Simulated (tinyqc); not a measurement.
Changing the wavelength: surface photovoltage measurement of the minority-carrier diffusion length in a wafer. Computed by tinyqc, a small Python program. Command: `OMP_NUM_THREADS=1 python tinyqc.py 3130353 3130354 out.jsonl spv sweep`. One thread of a shared host (Intel(R) Xeon(R) Processor @ 2.30GHz), about 0.02 s of CPU time with the checks.

Low injection, steady light, a depletion layer much thinner than 1/alpha and L. The excess density dn is taken at the front edge of the neutral region; light that reaches the back is lost.

Inputs (values chosen for the exercise, modelled on p-type silicon at room temperature): diffusion length L = 410 micrometre; wafer thickness W = 300 micrometre; diffusivity D = 31.5 cm^2/s; front recombination velocity S_f = 690 cm/s; back recombination velocity S_b = 36000 cm/s; photon flux entering = 9.9e+11 1/(cm^2 s); minority density at the surface barrier scale n_0 = 1.9e+10 1/cm^3; temperature T = 298 K.

Constants: k_B = 8.617333262e-05 eV/K.

Method:
- alpha = (84.732/lambda - 76.417)^2 per cm with lambda in micrometre (an empirical fit for silicon between 0.7 and 1.05 micrometre).
- Thick wafer: dn = Phi L/((S_f + D/L)(L + 1/alpha)). Finite wafer, with s = S_b L/D, w = W/L, a = alpha L: dn = [Phi a/(a^2 - 1)] [a - B - exp(-alpha W)(a - s)/(cosh w + s sinh w)]/(S_f + B D/L), B = (sinh w + s cosh w)/(cosh w + s sinh w).
- Photovoltage V = (k_B T/e) ln(1 + dn/n_0). Lifetime = L^2/D.

One run for each value:
```
wavelength (nm)  dn, finite wafer (1/cm^3)  penetration depth 1/alpha (micrometre)  dn, thick wafer (1/cm^3)
780                             5.0312e+08                                    9.64                6.6329e+08
811                             4.9719e+08                                   12.70                6.5848e+08
842                             4.8885e+08                                   17.05                6.5177e+08
874                             4.7627e+08                                   23.73                6.4174e+08
905                             4.5771e+08                                   33.76                6.2722e+08
936                             4.2826e+08                                   50.24                6.0477e+08
968                             3.7776e+08                                   80.93                5.6697e+08
999                             2.9920e+08                                  141.73                5.0448e+08
1030                            1.9179e+08                                  292.50                3.9621e+08
```

Over the rows, dn, finite wafer (1/cm^3) falls from 5.03e8 to 1.92e8 (exponent d ln y / d ln x -0.30 between the first rows and -15 between the last); penetration depth 1/alpha (micrometre) rises from 9.64 to 292 (exponent d ln y / d ln x 7.1 between the first rows and 24 between the last); dn, thick wafer (1/cm^3) falls from 6.63e8 to 3.96e8 (exponent d ln y / d ln x -0.19 between the first rows and -7.9 between the last).
